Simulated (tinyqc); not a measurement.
Inside a calculation. Model: on-chip power grid, static voltage drop by conjugate gradients.

Computed by the program tinyqc: `OMP_NUM_THREADS=1 python tinyqc.py 2770182 2770183 out.jsonl`, one thread of a shared Intel Xeon 2.30GHz, about 0.3 s for the whole run. Printed values are rounded.

A grid of 4 rows and 3 columns, node k = 3 row + column. Neighbours in a row are joined by Rx, in a column by Ry; pad nodes, which reach the supply through Rp: 0. Each node draws I0, node 5 draws kh I0. The drops u = Vdd - V solve G u = i, with G the conductance matrix (1/Rp added on the diagonal at pad nodes).

Inputs (values chosen for the exercise):
```
symbol,value,unit,meaning
Vdd,0.7,V,supply voltage
Rx,0.16,ohm,resistance of a horizontal segment
Ry,0.16,ohm,resistance of a vertical segment
Rp,0.11,ohm,resistance from a pad node to the supply
I0,11,mA,load current of an ordinary node
kh,8,,factor on the load at the hot node
```

## Diagonal of G, loads and first direction

G_kk = sum of the conductances at node k. Start u = 0, so the residual is r = i; p = r.

G_kk (S):
```
	col 0	col 1	col 2
row 0	21.59091	18.75	12.5
row 1	18.75	25	18.75
row 2	18.75	25	18.75
row 3	12.5	18.75	12.5
```

r at the start (mA):
```
	col 0	col 1	col 2
row 0	11	11	11
row 1	11	11	88
row 2	11	11	11
row 3	11	11	11
```

p at the start (mA):
```
	col 0	col 1	col 2
row 0	11	11	11
row 1	11	11	88
row 2	11	11	11
row 3	11	11	11
```

## Iteration 1: conjugate-gradient step

u at the start (mV):
```
	col 0	col 1	col 2
row 0	0	0	0
row 1	0	0	0
row 2	0	0	0
row 3	0	0	0
```

q = G p; a = (r.r)/(p.q); u(new) = u + a p; r(new) = r - a q; b = (r.r)(new)/(r.r); p(new) = r(new) + b p.

q (mA S):
```
	col 0	col 1	col 2
row 0	100.000	0.000	-481.250
row 1	0.000	-481.250	1443.750
row 2	0.000	0.000	-481.250
row 3	0.000	0.000	0.000
```

a = 0.08083282 ohm

u after iteration 1 (mV):
```
	col 0	col 1	col 2
row 0	0.889161	0.889161	0.889161
row 1	0.889161	0.889161	7.113288
row 2	0.889161	0.889161	0.889161
row 3	0.889161	0.889161	0.889161
```

r after iteration 1 (mA):
```
	col 0	col 1	col 2
row 0	2.91672	11.00000	49.90080
row 1	11.00000	49.90080	-28.70239
row 2	11.00000	11.00000	49.90080
row 3	11.00000	11.00000	11.00000
```

b = 1.008221

p after iteration 1 (mA):
```
	col 0	col 1	col 2
row 0	14.00715	22.09043	60.99122
row 1	22.09043	60.99122	60.02103
row 2	22.09043	22.09043	60.99122
row 3	22.09043	22.09043	22.09043
```

## Iteration 2: conjugate-gradient step

As before.

q (mA S):
```
	col 0	col 1	col 2
row 0	26.2967	-435.7394	249.1937
row 1	-192.6095	735.4536	-18.1911
row 2	0.0000	-486.2600	492.3237
row 3	0.0000	0.0000	-243.1300
```

a = 0.1541226 ohm

u after iteration 2 (mV):
```
	col 0	col 1	col 2
row 0	3.04798	4.29380	10.28929
row 1	4.29380	10.28929	16.36389
row 2	4.29380	4.29380	10.28929
row 3	4.29380	4.29380	4.29380
```

r after iteration 2 (mA):
```
	col 0	col 1	col 2
row 0	-1.13619	78.15731	11.49441
row 1	40.68548	-63.44926	-25.89873
row 2	11.00000	85.94367	-25.97743
row 3	11.00000	11.00000	48.47183
```

b = 2.553936

p after iteration 2 (mA):
```
	col 0	col 1	col 2
row 0	34.6372	134.5748	167.2621
row 1	97.1030	92.3184	127.3911
row 2	67.4175	142.3612	129.7902
row 3	67.4175	67.4175	104.8894
```

## Iteration 3: conjugate-gradient step

As before.

q (mA S):
```
	col 0	col 1	col 2
row 0	-700.139	684.418	453.489
row 1	605.850	-825.978	-44.983
row 2	-653.932	1328.132	92.056
row 3	0.000	-702.597	78.568
```

a = 0.09803364 ohm

u after iteration 3 (mV):
```
	col 0	col 1	col 2
row 0	6.44359	17.48666	26.68660
row 1	13.81316	19.33960	28.85251
row 2	10.90298	18.24998	23.01310
row 3	10.90298	10.90298	14.57648
```

r after iteration 3 (mA):
```
	col 0	col 1	col 2
row 0	67.50098	11.06132	-32.96273
row 1	-18.70816	17.52442	-21.48885
row 2	75.10735	-44.25793	-35.00205
row 3	11.00000	79.87813	40.76948
```

b = 1.021626

p after iteration 3 (mA):
```
	col 0	col 1	col 2
row 0	102.8872	148.5464	137.9165
row 1	80.4948	111.8393	108.6572
row 2	143.9828	101.1819	97.5950
row 3	79.8755	148.7536	147.9272
```

## Course of the conjugate-gradient iteration

Stop when |r| is below 1e-9 mA.

Course of the iteration:
```
iteration	largest u (mV)	|r| (mA)
1	7.113288	95.7
2	16.36389	153
3	28.85251	155
4	39.51791	124
5	46.67109	108
6	51.63840	59.9
7	52.28061	21.3
8	52.58609	9.91
9	52.61174	1.03
10	52.61027	0.204
11	52.61047	< 1e-11
```

Converged in 11 iterations for 12 unknowns; in exact arithmetic the method needs at most 12. The condition number of the matrix is 106. Gauss-Seidel sweeps in node order need 591 to reach the same residual.

## Worst drop, pad currents and power lost

converged u (mV):
```
	col 0	col 1	col 2
row 0	22.99000	38.87810	46.62429
row 1	38.78190	45.26001	52.61047
row 2	46.33569	49.00958	51.86712
row 3	49.45559	50.81549	52.22130
```

Pad current u/Rp; worst drop as a share of Vdd; power lost in the grid and pads sum_k i_k u_k; power delivered sum_k i_k (Vdd - u_k).

worst drop = 52.61047 mV
share of Vdd = 7.515782 %
pad currents (mA): node 0 209
power lost = 10.04435 mW
power delivered = 136.2556 mW

The pad currents add up to the total load, 209.0 mA. The worst drop is at node 5; the hot node is 5.
